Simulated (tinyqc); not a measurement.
MP2 on RHF in the sto-3g basis, frozen core, for BeH2, spin multiplicity 1, step by step. One step of it, computed by the program tinyqc.

Question. Iteration 7 (converged): orbitals. Diagonalise F' = X^T F X, C = X C', fill 3 alpha and 3 beta electrons from the bottom; D = 2 C_occ C_occ^T. Each column has its largest component positive (the first on a tie).

converged F (hartree), lower triangle:
```
            1Be 1s     1Be 2s   1Be 2px    1Be 2py    1Be 2pz      2H 1s      3H 1s
1Be 1s   -4.516585
1Be 2s   -1.288067  -0.632354
1Be 2px   0.000000   0.000000  0.211950
1Be 2py   0.000000   0.000000  0.000000  -0.234881
1Be 2pz   0.002518  -0.026558  0.000000   0.000000   0.208019
2H 1s    -0.358361  -0.418179  0.000000  -0.332878  -0.030285  -0.313875
3H 1s    -0.358361  -0.418179  0.000000   0.332878  -0.030285  -0.051532  -0.313875
```

X, lower triangle:
```
            1Be 1s     1Be 2s   1Be 2px    1Be 2py    1Be 2pz      2H 1s     3H 1s
1Be 1s    1.028378
1Be 2s   -0.153265   1.264840
1Be 2px   0.000000   0.000000  1.000000
1Be 2py   0.000000   0.000000  0.000000   1.384606
1Be 2pz  -0.002218   0.029982  0.000000   0.000000   1.003773
2H 1s     0.017840  -0.319776  0.000000  -0.451406  -0.040379   1.313107
3H 1s     0.017840  -0.319776  0.000000   0.451406  -0.040379  -0.103282  1.313107
```

Give: F' = X^T F X; orbital energies; coefficients C; D after iteration 7.

Answer.

F' = X^T F X (hartree), lower triangle:
```
         1        2       3        4        5        6       7
1  -4.4074
2  -0.6891  -0.0875
3   0.0000   0.0000  0.2119
4   0.0000   0.0000  0.0000   0.2750
5   0.0029   0.0120  0.0000   0.0000   0.2132
6  -0.0586  -0.3381  0.0000  -0.4739  -0.0387   0.1065
7  -0.0586  -0.3381  0.0000   0.4739  -0.0387  -0.1228  0.1065
```

orbital energies (hartree): MO1 -4.5200, MO2 -0.4567, MO3 -0.4185, MO4 0.2063, MO5 0.2119, MO6 0.4725, MO7 0.9228

coefficients C:
```
             MO1      MO2      MO3      MO4     MO5      MO6      MO7
1Be 1s    0.9918  -0.2237   0.0000   0.0475  0.0000  -0.2141   0.0000
1Be 2s    0.0318   0.5571   0.0000  -0.2141  0.0000   1.2131   0.0000
1Be 2px   0.0000   0.0000   0.0000   0.0000  1.0000   0.0000   0.0000
1Be 2py   0.0000   0.0000   0.5032   0.0000  0.0000   0.0000   1.4393
1Be 2pz  -0.0001   0.0269   0.0000   0.9770  0.0000   0.2377   0.0000
2H 1s    -0.0028   0.3934   0.4065   0.0875  0.0000  -0.8207  -1.0206
3H 1s    -0.0028   0.3934  -0.4065   0.0875  0.0000  -0.8207   1.0206
```

D after iteration 7, lower triangle:
```
          1Be 1s  1Be 2s  1Be 2px  1Be 2py  1Be 2pz    2H 1s   3H 1s
1Be 1s    2.0672
1Be 2s   -0.1862  0.6227
1Be 2px   0.0000  0.0000   0.0000
1Be 2py   0.0000  0.0000   0.0000   0.5064
1Be 2pz  -0.0122  0.0300   0.0000   0.0000   0.0015
2H 1s    -0.1816  0.4381   0.0000   0.4091   0.0212   0.6400
3H 1s    -0.1816  0.4381   0.0000  -0.4091   0.0212  -0.0209  0.6400
```
